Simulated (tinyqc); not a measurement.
## Peak shift with the field

The DLTS signal is S = C(t2) - C(t1), the change of the capacitance transient between two sampling times. Emission rate en = sn vth(T) Nc(T) exp(-Et/kB T) = sn g T^2 exp(-Et/kB T), g = vth Nc/(300 K)^2, as vth goes as T^0.5 and Nc as T^1.5 (degeneracy factor 1). For an exponential transient S peaks where en = ew = ln(t2/t1)/(t2 - t1). A Coulomb centre of charge +q (when empty) in the field F lowers its barrier by dE = sqrt(q F/(pi eps0 eps_r)) along the field. One-dimensional rate: en exp(b), b = dE/kB T; three-dimensional (Hartke): en {[1 + (b - 1) exp(b)]/b^2 + 1/2}. The peak temperatures solve rate = ew.

Values chosen for this exercise; material values close to those of gallium nitride: relative permittivity eps_r = 9.44; conduction-band density of states at 300 K Nc = 2.32e18 cm^-3; thermal velocity at 300 K vth = 2.6e7 cm/s; depth of the trap below the conduction edge Et = 0.35 eV; capture cross-section sn = 1.6e-14 cm^2; first sampling time t1 = 5 ms; second sampling time t2 = 25 ms.

Constants: q = 1.602176634e-19 C, kB = 1.380649e-23 J/K, eps0 = 8.8541878128e-14 F/cm where lengths are in cm. Results are converted to the units shown.

Results:
```
F (kV/cm)	dE (meV)	T peak, one-dimensional (K)	T peak, three-dimensional (K)
1.9	10.767	177.65	180.84
4.4	16.385	174.95	179.59
10	24.701	170.95	177.48
54	57.401	155.13	166.38
120	85.568	141.39	154.53
280	130.71	119.13	133.48
```

Estimate the missing row, F = 23 kV/cm.

Computed row:
```
F (kV/cm)	dE (meV)	T peak, one-dimensional (K)	T peak, three-dimensional (K)
23	37.461	164.79	173.63
```

With this row back in the table: dE grows as the square root of F, from 10.8 to 131 meV. The peak, at 182.8 K without field, moves down by 63.7 K (one-dimensional) or 49.3 K (three-dimensional) in the last row. A centre that is neutral when empty has no such long-range lowering, so the shift tells the charge state.

Numbers from tinyqc (`OMP_NUM_THREADS=1 python tinyqc.py 2050168 2050169 out.jsonl`; about 0.01 s on one thread of a shared Intel Xeon 2.30GHz).
